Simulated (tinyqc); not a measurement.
Thickness of the film: ellipsoidal valleys in the axes of a wafer and a channel.

Valleys with axes a along [111], [1-1-1], [-11-1] and [-1-11], one whole valley each; inverse mass tensor w = 1/mt + (1/ml - 1/mt) a a. Device axes: z = nz/|nz|, x = nx/|nx|, y = z cross x; in them a = (ax, ay, az). Confinement mass mz = 1/w_zz. In the plane w_ij is replaced by u_ij = w_ij - w_iz w_jz/w_zz (i, j = x, y); density-of-states mass md = 1/sqrt(det u); conductivity mass along x mc = 1/u_xx; ballistic transport mass mx = u_yy/det u, width mass my = 1/u_yy.

Hard walls: E_n = c (n pi/t)^2/mz, c = hbar^2/2m0, n = 1, 2, 3. Non-degenerate share of a valley proportional to md sum_n exp(-E_n/kT); mean 1/mc = sum of share/mc. 1 nm = 10 angstrom.

Constants: hbar^2/2m0 = 3.80998211 eV angstrom^2; kB = 8.617333262e-05 eV/K.

Inputs chosen for the exercise (near those of the L valleys of Ge; shifted at random, so the results belong to these values and not to a real crystal): ml = 1.644 m0 (longitudinal mass); mt = 0.083 m0 (transverse mass); nz = (1, 1, 1) (surface normal (confinement)); nx = (1, 1, -2) (channel direction); T = 400 K (temperature).

Share of the lowest ladder and mean conductivity mass.

Results:

| t (nm) | lowest E1 (meV) | spread of E1 (meV) | share of the lowest ladder | mean mc |
|---|---|---|---|---|
| 2.0 | 57.2 | 955.9 | 1.000 | 0.0830 |
| 3.0 | 25.4 | 424.9 | 1.000 | 0.0830 |
| 4.0 | 14.3 | 239.0 | 0.991 | 0.0834 |
| 5.0 | 9.1 | 153.0 | 0.913 | 0.0865 |
| 7.0 | 4.7 | 78.0 | 0.604 | 0.1021 |
| 10.0 | 2.3 | 38.2 | 0.360 | 0.1189 |
| 14.0 | 1.2 | 19.5 | 0.241 | 0.1293 |

What can be read from this table?

The spread falls as 1/t^2 and passes kT = 34.5 meV between t = 10 and 14 nm; the share of the lowest ladder goes from 1.000 to 0.241 and the mean mass goes from 0.0830 to 0.1293, against 0.1285 for equal shares, the limit of a thick film (the bulk value 3/(1/ml + 2/mt) is 0.1214; the two differ since axes are tilted in the x-z plane and in a quantised film no valley carries current across it; once scattering blurs the subbands the bulk value returns). Three subbands a valley become too few once E3 nears kT.

Computed by tinyqc, a small Python program: `OMP_NUM_THREADS=1 python tinyqc.py 1881117 1881118 out.jsonl` (the numbers bound the seed that draws the inputs); one thread of a shared host (Intel(R) Xeon(R) Processor @ 2.30GHz), about 0.01 s for the whole set of steps.
